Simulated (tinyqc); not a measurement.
# p-n diode, drift-diffusion by the Gummel loop with Scharfetter-Gummel fluxes, step by step

tinyqc, about 0.2 s, one thread, Intel Xeon 2.30GHz (shared host): `OMP_NUM_THREADS=1 python tinyqc.py 2240138 2240139 out.jsonl` Printed values are rounded.

Abrupt junction at x = 0, p side from -Lp, n side to Ln, ohmic contacts. psi is counted from the intrinsic level; n = ni exp((psi - phin)/Vt), p = ni exp((phip - psi)/Vt). Contacts: p side psi = V - Vt ln(Na/ni), p = Na, n = ni^2/Na; n side psi = Vt ln(Nd/ni), n = Nd, p = ni^2/Nd. Constant mobilities, D = mu Vt, Boltzmann statistics, SRH recombination through a mid-gap level, U = (n p - ni^2)/(tp (n + ni) + tn (p + ni)). Current is positive from the p contact to the n contact.

Inputs (values chosen for the exercise); band and dielectric values close to those of cadmium telluride:
```
symbol,value,unit,meaning
T,300,K,temperature
Eg,1.52,eV,band gap
eps_r,10,,relative permittivity
Nc,7.9e17,cm^-3,conduction-band density of states at T
Nv,1.78e19,cm^-3,valence-band density of states at T
Na,7.2e15,cm^-3,acceptor density of the p side
Nd,3.1e16,cm^-3,donor density of the n side
mun,800,cm^2/(V s),electron mobility
mup,74,cm^2/(V s),hole mobility
tn,5e-9,s,SRH lifetime of electrons
tp,2e-9,s,SRH lifetime of holes
G,0,cm^-3 s^-1,uniform generation rate
V,0.61,V,bias of the p contact
```

Constants: q = 1.602176634e-19 C, kB = 1.380649e-23 J/K, Vt = kB T/q, eps0 = 8.8541878128e-14 F/cm where lengths are in cm. Results are converted to the units shown.

## Intrinsic density and built-in voltage

ni = sqrt(Nc Nv) exp(-Eg/(2 Vt)), Eg in volts; Vbi = Vt ln(Na Nd/ni^2).

ni = 6.40598e5 cm^-3
Vbi = 1.23431 V

## Round 1: Poisson equation

```
node  x (nm)  phin at the start (V)  phip at the start (V)
0      -1200                   0.61                   0.61
1       -736                      0                   0.61
2       -434                      0                   0.61
3       -238                      0                   0.61
4       -110                      0                   0.61
5        -27                      0                   0.61
6         27                      0                   0.61
7        106                      0                   0.61
8        220                      0                   0.61
9        387                      0                   0.61
10       630                      0                   0.61
11       984                      0                   0.61
12      1500                      0                      0
```

With phin and phip held, solve a_i (psi_(i+1) - psi_i) - a_(i-1) (psi_i - psi_(i-1)) + q w_i (p_i - n_i + C_i) = 0 for the inner nodes by Newton steps to convergence; a_i = eps0 eps_r/h_i, h_i = x_(i+1) - x_i, w_i = (h_(i-1) + h_i)/2, C = -Na or +Nd.

```
node   psi (V)  n after Poisson (cm^-3)  p after Poisson (cm^-3)
0     0.011715               5.69952e-5                   7.2e15
1     0.011728                1.00833e6               7.19643e15
2     0.012484                1.03826e6               6.98898e15
3     0.031610                2.17573e6               3.33514e15
4     0.189118                9.62989e8               7.53527e12
5     0.405216               4.11072e12                1.76523e9
6     0.594030               6.10741e15                1.18813e6
7     0.633623               2.82474e16                2.56887e5
8     0.635961               3.09209e16                2.34676e5
9     0.636026               3.09990e16                2.34085e5
10    0.636027               3.10000e16                2.34077e5
11    0.636027               3.10000e16                2.34077e5
12    0.636027                   3.1e16               1.32376e-5
```

## Round 1: electron continuity

With psi and p held, F_i = (mun Vt/h_i) [n_(i+1) B(d_i) - n_i B(-d_i)], d_i = (psi_(i+1) - psi_i)/Vt, B(d) = d/(exp(d) - 1); solve F_i - F_(i-1) = w_i [(n_i p_i - ni^2)/den_i - G] for the new n, with den = tp (n + ni) + tn (p + ni) taken at the old n and p, h_i = x_(i+1) - x_i, w_i = (h_(i-1) + h_i)/2; phin = psi - Vt ln(n/ni).

```
node  new n (cm^-3)  phin after round 1 (V)
0        5.69952e-5                0.610000
1         5.10503e5                0.017596
2         8.68540e5                0.004614
3         2.15089e6                0.000297
4         9.62880e8                0.000003
5        4.11072e12                0.000000
6        6.10741e15                0.000000
7        2.82474e16                0.000000
8        3.09209e16                0.000000
9        3.09990e16                0.000000
10       3.10000e16                0.000000
11       3.10000e16                0.000000
12           3.1e16                0.000000
```

## Round 1: hole continuity

With psi and the new n held, F_i = (mup Vt/h_i) [p_(i+1) B(-d_i) - p_i B(d_i)], d_i = (psi_(i+1) - psi_i)/Vt, B(d) = d/(exp(d) - 1); solve F_i - F_(i-1) = w_i [(n_i p_i - ni^2)/den_i - G] for the new p, with den = tp (n + ni) + tn (p + ni) taken at the new n and the old p, h_i = x_(i+1) - x_i, w_i = (h_(i-1) + h_i)/2; phip = psi + Vt ln(p/ni).

```
node  new p (cm^-3)  phip after round 1 (V)
0            7.2e15                0.610000
1        7.19643e15                0.610000
2        6.98898e15                0.610000
3        3.33514e15                0.610000
4        7.53526e12                0.610000
5         1.76209e9                0.609954
6         1.18156e6                0.609857
7         2.39363e5                0.608173
8         1.81835e5                0.603405
9         1.36154e5                0.595991
10          87989.1                0.584705
11          42129.9                0.565667
12       1.32376e-5                0.000000
```

## Course of the Gummel loop

Stop when phin and phip change by less than 1e-8 V, or after 80 rounds. J = Jn at the p contact + Jp at the n contact + q sum w_i U_i - q G sum w_i over the inner nodes, which avoids differences of large majority fluxes: Jn = (q mun Vt/h_0)[n_1 B(d_0) - n_0 B(-d_0)], Jp = (q mup Vt/h_last)[p_(N-1) B(d_last) - p_N B(-d_last)], d_i = (psi_(i+1) - psi_i)/Vt, B(d) = d/(exp(d) - 1), w_i = (h_(i-1) + h_i)/2.

Course of the iteration:
```
round  J (A/cm^2)  largest change of phin, phip (V)
1      1.33213e-6                            0.0443
2      1.33213e-6                          3.41e-10
```

Converged in 2 rounds.

## Recombination and current

```
node  converged psi (V)  converged n (cm^-3)  converged p (cm^-3)
0              0.011715           5.69952e-5               7.2e15
1              0.011728            5.10503e5           7.19643e15
2              0.012484            8.68540e5           6.98898e15
3              0.031610            2.15089e6           3.33514e15
4              0.189118            9.62880e8           7.53526e12
5              0.405216           4.11072e12            1.76209e9
6              0.594030           6.10741e15            1.18156e6
7              0.633623           2.82474e16            2.39363e5
8              0.635961           3.09209e16            1.81835e5
9              0.636026           3.09990e16            1.36154e5
10             0.636027           3.10000e16              87989.1
11             0.636027           3.10000e16              42129.9
12             0.636027               3.1e16           1.32376e-5
```

U_i as defined. J = Jn at the p contact + Jp at the n contact + q sum w_i U_i - q G sum w_i over the inner nodes, which avoids differences of large majority fluxes: Jn = (q mun Vt/h_0)[n_1 B(d_0) - n_0 B(-d_0)], Jp = (q mup Vt/h_last)[p_(N-1) B(d_last) - p_N B(-d_last)], d_i = (psi_(i+1) - psi_i)/Vt, B(d) = d/(exp(d) - 1), w_i = (h_(i-1) + h_i)/2.

U, node 0 to 12 (cm^-3 s^-1): 0  1.02101e14  1.73708e14  4.30178e14  1.92566e17  8.80104e17  5.90778e14  1.19682e14  9.09177e13  6.80768e13  4.39946e13  2.10650e13  0
Jn at the p contact = 3.64474e-8 A/cm^2
Jp at the n contact = 2.50252e-10 A/cm^2
recombination = 1.29544e-6 A/cm^2
generation = 0 A/cm^2
J = 1.33213e-6 A/cm^2

A 500-node mesh gives J = 6.590e-6 A/cm^2; this mesh differs from it by -5.3e-6 A/cm^2 (-80 %).
